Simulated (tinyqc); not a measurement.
Buckled dimers of a reconstructed (001) surface, two dangling bonds a dimer, step by step. Values are carried at full precision from step to step, so a last printed digit may differ when a step is redone from the rounded ones.

In a dimer one atom moves up by z and the other down by z; the dangling bond of the up atom (more s-like) falls by gm z and that of the down atom rises by gm z. With all dimers tilted alike: H(k) = [[-gm z - 2 ta cos k, -tp - 2 tx cos k], [., gm z - 2 ta cos k]], k along the row in 1/a. Two electrons a dimer fill the lowest N of the 2N levels on the mesh k_j = (j + 1/2) pi/N. Total energy a dimer: W(z) = (2/N) sum of the filled levels + kf z^2. Repulsion between electrons is left out.

Constants: kB = 8.617333262e-05 eV/K.

Parameters, chosen for this exercise (of the size met on Ge(001); the results hold for these values, not for the real material):
- tp = 0.16 eV (pi coupling inside a dimer)
- ta = 0.05 eV (coupling between like atoms along the row)
- tx = 0.02 eV (diagonal coupling along the row)
- gm = 2.04 eV/angstrom (shift of a dangling bond with height)
- z = 0.33 angstrom (a trial buckling)
- k = 0.34 pi/a (wave vector along the row)
- kf = 11.5 eV/angstrom^2 (force constant of buckling)
- N = 16 (k points)

## One k point at the trial buckling

Form H, its levels and the weight of the lower one on the up atom, (1 + gm z/sqrt((gm z)^2 + h^2))/2 with h the off-diagonal element; k is given in pi/a.

H (eV), rows up, down and columns alike:
$$\begin{pmatrix}
-0.7214 & -0.1793 \\
-0.1793 & 0.6250
\end{pmatrix}$$

levels (eV): [-0.7448, 0.6485]

weight on the up atom = 0.9832

## The bands on the mesh

Both levels at each k_j for the trial z, and W(z).

Levels (eV):
```
j   k (pi/a)    lower   upper
0     0.0312  -0.8017  0.6027
1     0.0938  -0.7975  0.6061
2     0.1562  -0.7891  0.6128
3     0.2188  -0.7771  0.6224
4     0.2812  -0.7617  0.6348
5     0.3438  -0.7437  0.6494
6     0.4062  -0.7238  0.6657
7     0.4688  -0.7027  0.6831
8     0.5312  -0.6813  0.7009
9     0.5938  -0.6603  0.7184
10    0.6562  -0.6407  0.7350
11    0.7188  -0.6231  0.7500
12    0.7812  -0.6082  0.7628
13    0.8438  -0.5965  0.7728
14    0.9062  -0.5884  0.7798
15    0.9688  -0.5843  0.7834
```

band energy = -1.3850 eV
elastic energy = 1.2524 eV
W = -0.1326 eV

The lower band is full and the upper empty.

## An isolated dimer

For ta = tx = 0, W = -2 sqrt(tp^2 + (gm z)^2) + kf z^2. It buckles if gm^2/kf > tp; then sqrt(tp^2 + (gm z)^2) = gm^2/kf, the gap is twice that, and the gain is (gm^2/kf - tp)^2 kf/gm^2.

gm^2/kf = 0.3619 eV
buckling z = 0.1591 angstrom
gap = 0.7238 eV
gain = 0.1126 eV

The pi bond is too weak to resist: the dimer tilts and charge moves to the up atom.

## The row at its minimum

Minimise W over z from 0 to 1 angstrom. Gap: lowest upper level less highest lower level on 201 points from 0 to pi (negative: overlap). Charge moved to the up atom: the mean of gm z/sqrt((gm z)^2 + h^2) over the mesh, valid for a full lower band.

z = 0.1589 angstrom
gain over flat dimers = 0.1144 eV

gap (eV): flat 0.1200, at the minimum 0.5264

charge moved = 0.896 e

With these values the flat row already has a gap and buckling widens it; fuller one-electron models of Si(001) and Ge(001) find the flat dimers metallic. Per dimer, the gain is also the barrier for flipping the whole row together in this picture, 4.4 kT at 300 K.

## Checks

- Buckling of an isolated dimer from the formula against numerical minimisation: both 0.1591.

Program tinyqc; command `OMP_NUM_THREADS=1 python tinyqc.py 1451687 1451688 out.jsonl`; about 0.04 s on one thread of a shared Intel(R) Xeon(R) Processor @ 2.30GHz.
